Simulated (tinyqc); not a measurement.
Two coupled magnetic layers: synthetic antiferromagnet, spin flop, exchange bias and magnetoresistance. Changing the field over the saturation field. Computed by tinyqc, a small Python program. Command: `OMP_NUM_THREADS=1 python tinyqc.py 3016099 3016100 out.jsonl saf sweep`. One thread of a shared host (Intel(R) Xeon(R) Processor @ 2.30GHz), about 0.8 s of CPU time with the checks.

Moments lie in the plane at the angles p1, p2 from the field. Energy per area: E = J1 cos(p1 - p2) + J2 cos^2(p1 - p2) - B M_s (t1 cos p1 + t2 cos p2) + K (t1 cos^2 p1 + t2 cos^2 p2).

Inputs (values chosen for the exercise, for a model stack):
```
quantity                           value              unit
saturation magnetisation M_s        1120              kA/m
thickness t1                         3.1                nm
thickness t2                         2.3                nm
antiferromagnetic coupling J1       0.43            mJ/m^2
biquadratic coupling J2                0            mJ/m^2
in-plane anisotropy K                 13            kJ/m^3
spin polarisation P1                0.79                 -
spin polarisation P2                 0.4                 -
resistance-area product, parallel     14  ohm micrometre^2
```

Field direction: along the hard axis.

Method:
- The parallel state is stable while the Hessian at p1 = p2 = 0 is positive: with c = J1 + 2 J2 and u = B M_s - 2K, (u t1 - c)(u t2 - c) > c^2, so B_sat M_s = c (1/t1 + 1/t2) + 2K. B_K = 2K/M_s.
- The lowest minimum of E over both angles (from five starts; of two mirror images the one with p1 >= 0, and for equal layers |p1| <= |p2|).
- Julliere: TMR = 2 P1 P2/(1 - P1 P2). Conductance G(theta) = G0 (1 + P1 P2 cos theta), so RA(theta) = RA_P (1 + P1 P2)/(1 + P1 P2 cos theta); theta = p2 for the layer next to the barrier.

One run for each value:
```
field over the saturation field  m/m_sat along B  p1 (degrees)  p2 (degrees)  RA at this field (ohm micrometre^2)
0.05                                     0.06300        81.969       -92.316                               18.662
0.16                                     0.18616        67.825       -94.108                               18.851
0.28                                     0.30081        58.930       -89.391                               18.362
0.39                                     0.40349        53.535       -81.589                               17.610
0.51                                     0.51793        48.070       -71.618                               16.754
0.62                                     0.62475        42.530       -61.735                               16.026
0.74                                     0.74255        35.333       -49.923                               15.309
0.85                                     0.85122        26.906       -37.194                               14.719
0.97                                     0.97021        12.048       -16.314                               14.137
```

Over the rows, m/m_sat along B rises from 0.0630 to 0.970 (exponent d ln y / d ln x 0.93 between the first rows and 0.99 between the last); p1 (degrees) falls from 82.0 to 12.0 (exponent d ln y / d ln x -0.16 between the first rows and -6.1 between the last); p2 (degrees) goes from -92.3 through a minimum among these rows, -94.1 at 0.160, to -16.3.

Extremes, crossings and ranges named in words are read from the listed rows.
